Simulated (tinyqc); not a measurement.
Thin film between two gates, subbands and threshold shift from confinement: two steps of the calculation.

Undoped body with a flat potential across it, hard walls, transport along x. Three valley pairs (g = 2 each) with the longitudinal mass along x, y or z. Non-parabolicity enters the subband edges through E (1 + al E) = gamma, so E = 2 gamma/(1 + sqrt(1 + 4 al gamma)); motion within a subband is taken as parabolic with the band-edge mass. Energies are counted from the bulk band edge.

Parameters, values chosen for the exercise; masses close to those of silicon:

| symbol | value | unit | meaning |
|---|---|---|---|
| T | 77 | K | temperature |
| ml | 0.916 | m0 | longitudinal mass |
| mt | 0.191 | m0 | transverse mass |
| al | 0 | 1/eV | non-parabolicity |
| t | 4.1 | nm | film thickness (along z) |
| dl | 0.3 | nm | widening of the box by penetration into the insulator |

Constants: q = 1.602176634e-19 C, kB = 1.380649e-23 J/K, hbar = 1.054571817e-34 J s, m0 = 9.1093837015e-31 kg, Vt = kB T/q, hbar^2/(2 m0) = 0.0380998212 eV nm^2. Results are converted to the units shown.

Task 1. Lowest subbands. gamma = C (pi k/(t + dl))^2/mz, C = hbar^2/(2 m0). List the 6 lowest, labelled by valley axis and quantum numbers, with degeneracy g and N_k: N_k = g sqrt(mx my) m0 kB T/(pi hbar^2).

Wanted: E_k; g; N_k.

Result 1.

```
subband	E_k (eV)	g	N_k (cm^-2)
z1	0.021204	2	1.0588e12
z2	0.084817	2	1.0588e12
x1	0.10169	2	2.3188e12
y1	0.10169	2	2.3188e12
z3	0.19084	2	1.0588e12
z4	0.33927	2	1.0588e12
```

Task 2. Threshold shift. Each subband has N_k = g sqrt(mx my) m0 kB T/(pi hbar^2); without degeneracy n = exp(EF/Vt) sum N_k exp(-E_k/Vt). Classical value Nc times t, Nc = sum over valleys of 2 g (m m0 kB T/(2 pi hbar^2))^1.5 with m = (mx my mz)^(1/3). Threshold shift dVT = Vt ln(classical value/sum N_k exp(-E_k/Vt)). Use the subbands listed.

```
subband	E_k (eV)	N_k (cm^-2)
z1	0.021204198	1.0588250e12
z2	0.084816793	1.0588250e12
x1	0.10169134	2.3187569e12
y1	0.10169134	2.3187569e12
z3	0.19083778	1.0588250e12
z4	0.33926717	1.0588250e12
```

Give: shares; sum N_k exp(-E_k/Vt); Nc; classical value; dVT.

Result 2.

shares, subband z1 to z4 (%): 99.99  0.01  0.00  0.00  0.00  0.00
sum N_k exp(-E_k/Vt) = 4.335e10 cm^-2
Nc = 3.579e18 cm^-3
classical value = 1.467e12 cm^-2
dVT = 23.37 mV

Program tinyqc, `OMP_NUM_THREADS=1 python tinyqc.py 2350061 2350062 out.jsonl`; Intel Xeon 2.30GHz, shared host, one thread, about 0.06 s.
